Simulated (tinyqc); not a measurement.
# p-n heterojunction, non-linear Poisson equation by Newton steps, Boltzmann statistics: two studies

One dimension, material 1 (p-type) at x < 0 and material 2 (n-type) at x > 0. Band edges: Ec = -psi in material 1 and -psi + dEc in material 2, Ev = Ec - Eg. Flat quasi-Fermi levels: 0 for holes, +V for electrons. n = Nc F((EFn - Ec)/Vt), p = Nv F((Ev - EFp)/Vt), with F(eta) = exp(eta) (Boltzmann statistics); full ionisation, no interface charge, classical densities; the doping types are chosen for the exercise.

Values chosen for this exercise; band and dielectric values those of a made-up pair:

| symbol | value | unit | meaning |
|---|---|---|---|
| T | 300 | K | temperature |
| Eg1 | 1.64 | eV | band gap of material 1 |
| er1 | 12.6 |  | relative permittivity of material 1 |
| Nc1 | 3.92e17 | cm^-3 | conduction-band density of states of material 1 |
| Nv1 | 9.01e18 | cm^-3 | valence-band density of states of material 1 |
| Eg2 | 1.75 | eV | band gap of material 2 |
| er2 | 12 |  | relative permittivity of material 2 |
| Nc2 | 8.63e17 | cm^-3 | conduction-band density of states of material 2 |
| Nv2 | 1.51e19 | cm^-3 | valence-band density of states of material 2 |
| dEc | 0.18 | eV | conduction-band offset Ec2 - Ec1 |
| N1 | 9.3e15 | cm^-3 | acceptor density of material 1 |
| N2 | 1.4e16 | cm^-3 | donor density of material 2 |
| V | 0 | V | bias of side 1 against side 2 |

Constants: q = 1.602176634e-19 C, kB = 1.380649e-23 J/K, Vt = kB T/q, eps0 = 8.8541878128e-14 F/cm where lengths are in cm. Results are converted to the units shown.

Each table varies one quantity; the others keep the values above.

## Effect of the conduction-band offset Ec2 - Ec1

Exact first integral: on each side D^2/(2 eps0 er) = G, G = q [Vt (nI_j - nI_b) + Vt (pI_j - pI_b) - C (psi_j - psi_b)], with C = -N1 or +N2, b the neutral end of that side, and nI, pI the densities themselves. D is continuous, so er1 G1(psi_j) = er2 G2(psi_j) fixes psi_j. Ends from Nv1 F((-psi_L - Eg1)/Vt) = N1 and Nc2 F((V + psi_R - dEc)/Vt) = N2. D is counted positive when psi rises towards material 2. Depletion (Anderson) capacitance C^2 = q eps0 er1 er2 N1 N2/(2 (er1 N1 + er2 N2)(psi_R - psi_L)). -dD/dV is the change of the displacement at the interface with both quasi-Fermi levels flat; it is the terminal capacitance only while neither side holds an inversion layer. n_j and p_j are densities at the interface.

Results:
```
dEc (eV)	psi_R - psi_L (V)	psi_j - psi_L (V)	psi_R - psi_j (V)	D/q (cm^-2)	n_j in 1 (cm^-3)	p_j in 2 (cm^-3)	-dD/dV (nF/cm^2)	depletion C (nF/cm^2)
-0.12	1.236	0.7233	0.5124	3.006e11	1.515e5	1.504	20.34	19.91
0.03	1.386	0.8117	0.5740	3.190e11	4.622e6	16.32	19.16	18.80
0.1	1.456	0.8529	0.6027	3.273e11	2.278e7	49.65	18.67	18.34
0.18	1.536	0.9001	0.6356	3.365e11	1.410e8	177.1	18.16	17.86
0.26	1.616	0.9472	0.6685	3.454e11	8.730e8	631.5	17.69	17.41
0.33	1.686	0.9884	0.6973	3.531e11	4.303e9	1921	17.31	17.04
0.41	1.766	1.036	0.7301	3.616e11	2.664e10	6851	16.90	16.65
0.48	1.836	1.077	0.7589	3.689e11	1.313e11	2.084e4	16.57	16.33
```

Estimate the missing row, dEc = -0.04 eV.

Computed row:
```
dEc (eV)	psi_R - psi_L (V)	psi_j - psi_L (V)	psi_R - psi_j (V)	D/q (cm^-2)	n_j in 1 (cm^-3)	p_j in 2 (cm^-3)	-dD/dV (nF/cm^2)	depletion C (nF/cm^2)
-0.04	1.316	0.7705	0.5452	3.105e11	9.377e5	5.364	19.68	19.29
```

With this row back in the table: As dEc goes from -0.12 to 0.48, the total bending rises from 1.24 to 1.84 V and the sheet charge D/q rises from 3.01e11 to 3.69e11 cm^-2; the share of the bending in material 1 stays near 58.6 %. The alignment is staggered for dEc = -0.12, -0.04, 0.18, 0.26, 0.33, 0.41, 0.48 eV. The capacitance departs most from the depletion formula at dEc = -0.12, where it is 2.2 % above it.

## Effect of the acceptor density of material 1

Same model as above.

Effect of the acceptor density of material 1:
```
N1 (cm^-3)	psi_R - psi_L (V)	psi_j - psi_L (V)	psi_R - psi_j (V)	D/q (cm^-2)	n_j in 1 (cm^-3)	p_j in 2 (cm^-3)	-dD/dV (nF/cm^2)	depletion C (nF/cm^2)
4.6e14	1.458	1.321	0.1366	1.435e11	3.412e16	7.319e-7	0.9918	5.221
1.1e15	1.481	1.321	0.1597	1.577e11	1.395e16	1.790e-6	3.652	7.832
2.6e15	1.503	1.240	0.2630	2.099e11	2.560e14	9.753e-5	11.38	11.38
6.1e15	1.525	1.037	0.4882	2.930e11	4.218e10	0.5920	15.93	15.66
1.4e16	1.546	0.7549	0.7914	3.770e11	3.412e5	7.319e4	20.21	19.87
3.4e16	1.569	0.4533	1.116	4.499e11	1.205	2.071e10	23.75	23.36
7.9e16	1.591	0.2482	1.343	4.946e11	1.856e-4	1.345e14	25.70	25.31
1.9e17	1.614	0.1317	1.482	5.296e11	8.522e-7	2.930e16	23.05	26.27
```

As N1 goes from 4.6e14 to 1.9e17, the total bending rises from 1.46 to 1.61 V and the sheet charge D/q rises from 1.43e11 to 5.30e11 cm^-2; the share of the bending in material 1 falls from 90.6 to 8.16 %. The capacitance departs most from the depletion formula at N1 = 4.6e14, where it is 81 % below it, and there the electrons at the interface in material 1 outnumber its acceptors: an inversion layer has formed.

tinyqc, about 0.02 s, one thread, Intel Xeon 2.30GHz (shared host): `OMP_NUM_THREADS=1 python tinyqc.py 2040018 2040019 out.jsonl`
